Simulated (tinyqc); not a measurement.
Fitting sp3s* parameters to three gaps by Newton steps, step by step. Values are carried at full precision from step to step, so a last printed digit may differ when a step is redone from the rounded ones.

sp3s* tight binding, nearest neighbours only: anion (a) at 0, cation (c) at a/4 (1,1,1), orbitals s, px, py, pz, s* on each; k in units of 2 pi/a. With phases e_j = exp(i (pi/2) k.n_j) for n = (1,1,1), (1,-1,-1), (-1,1,-1), (-1,-1,1): g0 = (e1+e2+e3+e4)/4, g1 = (e1+e2-e3-e4)/4, g2 = (e1-e2+e3-e4)/4, g3 = (e1-e2-e3+e4)/4. The diagonal holds the levels Esa, Epa, Exa (s*) and Esc, Epc, Exc. Anion-cation block: <sa|sc> = Vss g0; <sa|xc> = Vsapc g1; <xa|sc> = -Vscpa g1; <xa|xc> = Vxx g0; <xa|yc> = <ya|xc> = Vxy g3, <xa|zc> = <za|xc> = Vxy g2, <ya|zc> = <za|yc> = Vxy g1; <s*a|xc> = Vxapc g1; <xa|s*c> = -Vpaxc g1; y and z take g2 and g3 in place of g1; s-s* and s*-s* vanish.

Gaps are level 5 at Gamma, X = (1,0,0) and L = (1/2,1/2,1/2) less level 4 at Gamma; no spin-orbit coupling. Free parameters: Esa, Vxapc and Vscpa. H is linear in them, so by Hellmann-Feynman J_ij = <u|dH/dp_j|u> for level 5 at point i less the same for level 4 at Gamma. Newton: p(new) = p + J^-1 (target - gaps); stop when all misses are below 1e-7 eV.

Parameters, chosen for this exercise (out of a larger set: near a published set for GaP, fitted to gaps, whose masses and valley positions are rough; not measured data): p = (-8.088, 1.124, -2.187, 4.115, 8.506, 7.168, -7.519, 2.165, 5.143, 4.247, 6.336, 4.647, 5.081) eV (start, order Esa, Epa, Esc, Epc, Exa, Exc, Vss, Vxx, Vxy, Vsapc, Vscpa, Vxapc, Vpaxc); tg = (3.0291, 2.5552, 2.5709) eV (target gaps at Gamma, X, L).

## Gaps of the starting set

Compute the gaps and the misses.

gaps (eV): Gamma 2.9515, X 2.3532, L 2.4235

target less gap (eV): Gamma 0.0776, X 0.2020, L 0.1474

## The Jacobian

Form J and its singular values.

J:
```
          Esa    Vxapc   Vscpa
Gamma  0.3174   0.0000  0.0000
X      0.0956  -0.8694  0.0000
L      0.1561  -0.2933  0.2516
```

singular values: 0.9341  0.3486  0.2132

The gap at Gamma answers to Esa. The condition number is 4.4.

## The first Newton step

Solve J dp = target less gap; the columns of J are Esa, Vxapc and Vscpa.

dp (eV): Esa 0.245, Vxapc -0.205, Vscpa 0.195

## The iteration

Repeat with J formed anew.

Newton steps (eV):
```
i      Esa   Vxapc   Vscpa   Gamma       X       L  largest miss
0  -8.0880  4.6470  6.3360  2.9515  2.3532  2.4235          0.20
1  -7.8434  4.4416  6.5306  3.0299  2.5549  2.5708       0.00081
2  -7.8459  4.4410  6.5321  3.0291  2.5552  2.5709       8.5e-08
```

Converged in 2 steps; the miss goes 0.20, 0.00081, 8.5e-08, about squaring each time once it is small. The largest change is 0.242 eV in Esa, for a first miss of 0.202 eV.

## Checks

- J by Hellmann-Feynman against central differences: largest difference 3.3e-10.

(tinyqc, `OMP_NUM_THREADS=1 python tinyqc.py 1450899 1450900 out.jsonl`, Intel(R) Xeon(R) Processor @ 2.30GHz, 1 thread, shared host, about 0.2 s.)
